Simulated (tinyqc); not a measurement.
Inside a calculation: donors with valley-orbit split 1s states. Values are carried at full precision from step to step, so a last printed digit may differ when a step is redone from the rounded ones.

Each donor binds at most one electron, in any of its states. For a site s, W_s = sum over its states of g exp(E/kT), and the ionised share is 1/(1 + W_s exp(eta)), eta = (EF - Ec)/kT; n = Nc F_1/2(eta); neutrality n + NA = ND x (mean ionised share); holes are neglected. Nc from N = 2 (m kB T/(4 pi c))^(3/2) with c = hbar^2/2m0, in 1/angstrom^3; times 1e24 for 1/cm^3, m = md. F_j(eta) = (1/Gamma(j + 1)) integral_0^infinity x^j dx/(1 + exp(x - eta)), which tends to exp(eta) for eta << 0.

Constants: hbar^2/2m0 = 3.80998211 eV angstrom^2; kB = 8.617333262e-05 eV/K.

Values chosen for the exercise (near those of As in Si; the results hold for these values, not for the real material): md = 1.057 m0 (density-of-states mass of the conduction band); E = (52, 30.6, 29.6) meV (binding energies of 1s(A1), 1s(T2), 1s(E)); g = (2, 6, 4) (their degeneracies with spin); T = 400 K; ND = 4.1e+15 1/cm^3 (donors); NA = 0 1/cm^3 (compensating acceptors, all ionised); mu0 = 66 cm^2/(V s) (mobility at heavy doping); mu1 = 1386 cm^2/(V s) (mobility at light doping and 300 K); Nr = 1.1e+17 1/cm^3 (reference doping); de = 0.72 (doping exponent); ga = 2.3 (temperature exponent).

## Partition sums of the neutral donor

Give each term g exp(E/kT), W_s, and the effective degeneracy W_s exp(-E_ground/kT).

Nc = 4.1985e+19 1/cm^3

terms: 1s(A1) 9.041, 1s(T2) 14.58, 1s(E) 9.441

W_s: donor 33.059

effective degeneracy: donor 7.313

The ground state alone would give 2 and all states together 12; here the excited states hold 73 % of the bound electrons.

## Neutrality

Solve for eta.

eta = -9.237
n = 4.09e+15 1/cm^3

ionised share: donor 0.997

n is 0.997 of ND - NA.

## Mobility and resistivity

Mobility (Caughey-Thomas form): mu = mu0 + (mu1 (T/300)^(-ga) - mu0)/(1 + ((ND + NA)/Nr)^de); rho = 1/(e n mu), e = 1.602176634e-19 C.

Compare with full ionisation, n = ND - NA.

mu = 659.6 cm^2/(V s)
rho = 2.32 ohm cm
rho at full ionisation = 2.31 ohm cm

Incomplete ionisation raises rho by a factor 1.

## Checks

- n at ND = 1e13 1/cm^3 against the root of n^2 = (Nc/W)(ND - n) (1/cm^3): both 1.000e+13.

Run: tinyqc, `OMP_NUM_THREADS=1 python tinyqc.py 1651259 1651260 out.jsonl`; Intel(R) Xeon(R) Processor @ 2.30GHz, one thread, shared host; about 0.02 s of CPU time with all checks.
